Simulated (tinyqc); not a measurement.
## Reflectance at normal incidence against thickness

Normal incidence on air, film (n1) and substrate (N2 = n2 - i k2): r01 = (1 - n1)/(1 + n1), r12 = (n1 - N2)/(n1 + N2), amplitude (r01 + r12 X)/(1 + r01 r12 X), X = exp(-4 pi i n1 d/lam), R its squared modulus, phase from 0 to 360 degrees.

Inputs (values chosen for the exercise): wavelength lam = 800 nm; index of the transparent film n1 = 2.008; index of the substrate n2 = 3.692; extinction coefficient of the substrate k2 = 0.0065.

Reflectance at normal incidence against thickness:
```
d (nm)    R (%)  phase of the reflected amplitude (degrees)
0        32.918                                      179.94
25       29.484                                      162.60
50       19.623                                      144.03
75       6.6673                                      125.19
100     0.19666                                      186.39
125      7.1266                                      234.18
150      20.102                                      215.22
175      29.743                                      196.71
200      32.914                                      179.40
```

What does the comparison show?

R goes from 32.9 through a minimum of 0.197 (at d = 100 nm among the rows listed) to 32.9 %. At a quarter wave, d = 99.6 nm, R = 0.194 %; for a transparent substrate it would vanish for n1 = sqrt(n2) = 1.92.

Program tinyqc, `OMP_NUM_THREADS=1 python tinyqc.py 2870111 2870112 out.jsonl`; Intel Xeon 2.30GHz, shared host, one thread, about 0.3 s.
